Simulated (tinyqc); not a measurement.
Deep-level transient spectroscopy (DLTS) of one majority-carrier trap: one step, computed by the program tinyqc.

A filling pulse loads the traps in a one-sided junction; under reverse bias they empty at the rate e, and the capacitance relaxes as C(t) = C_0 - dC exp(-e t). The signal is S = [C(t_2) - C(t_1)]/dC.

Problem. Emission rate at T. e = g sigma v N_b exp(-E/k_B T), v = sqrt(3 k_B T/m), N_b = 2 M (2 pi m k_B T/h^2)^(3/2), sigma = sigma_0 exp(-E_b/k_B T), E = E_t.

Inputs (values chosen for the exercise, with mass and screening modelled on GaAs):
```
quantity,value,unit
density-of-states mass m,0.0647,m_0
valleys M,1,-
trap depth E_t,0.151,eV
cross-section sigma_0,2.1e-15,cm^2
degeneracy ratio g,1,-
temperature T,83,K
capture barrier E_b,0.19,eV
```

Carriers: electrons. Extra term: capture barrier.

Constants: k_B = 8.617333262e-05 eV/K; k_B = 1.380649e-23 J/K; m_0 = 9.1093837015e-31 kg; h = 6.62607015e-34 J s.

Give: thermal velocity v; N_b; sigma; E; emission rate e.

Solution.

thermal velocity v = 2.415e+07 cm/s

N_b = 6.010e+16 cm^-3

sigma = 6.101e-27 cm^2

E = 0.151 eV

emission rate e = 6.004e-12 1/s
